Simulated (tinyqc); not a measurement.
Finnis-Sinclair potential for a bcc metal: fit to cohesion and elasticity, then vacancy, surfaces and structure: one step, computed by the program tinyqc. Command: `OMP_NUM_THREADS=1 python tinyqc.py 3110780 3110781 out.jsonl fsfit walk`. One thread of a shared host (Intel(R) Xeon(R) Processor @ 2.30GHz), about 0.01 s of CPU time with the checks.

E = (1/2) sum V(r) - A sqrt(rho), rho = sum phi(r), phi = (r - d)^2 for r < d, V = (r - c)^2 (c0 + c1 r + c2 r^2) for r < c. In bcc the 8 first neighbours lie at sqrt(3) a/2 and the 6 second at a; both cut-offs lie below the third shell; Omega = a^3/2; E is per atom and z the number of atoms in a shell. The four constants A, c0, c1, c2 are fitted to E_c, zero pressure, B and C12 - C44 alone, so C44 and C11 - C12 are not matched singly; defects are unrelaxed.

Question. Unrelaxed vacancy. E_v = -A sum_shells z [sqrt(rho - phi(r)) - sqrt(rho)] - (1/2) sum z V(r): the neighbours lose one bond each, and the atom is put back in the bulk.

Inputs (values chosen for the exercise, modelled on vanadium): lattice constant a = 3.04 angstrom; cohesive energy E_c = 5.36 eV; density cut-off d/a = 1.234; pair cut-off c/a = 1.26.

c0, c1, c2 (eV/angstrom^2, eV/angstrom^3, eV/angstrom^4): [0.6680416, 0.2364325, -0.1353324]

A = 2.114456 eV/angstrom

rho = 13.04709 angstrom^2

Give: V at the two shells; phi at the two shells; vacancy energy E_v; E_v/E_c.

Answer.

V at the two shells (eV): [0.5056, 0.0850]

phi at the two shells (angstrom^2): [1.251, 0.506]

vacancy energy E_v = 1.624 eV

E_v/E_c = 0.3030

A pair potential would give E_v = E_c; the square root lowers the ratio to 0.30.
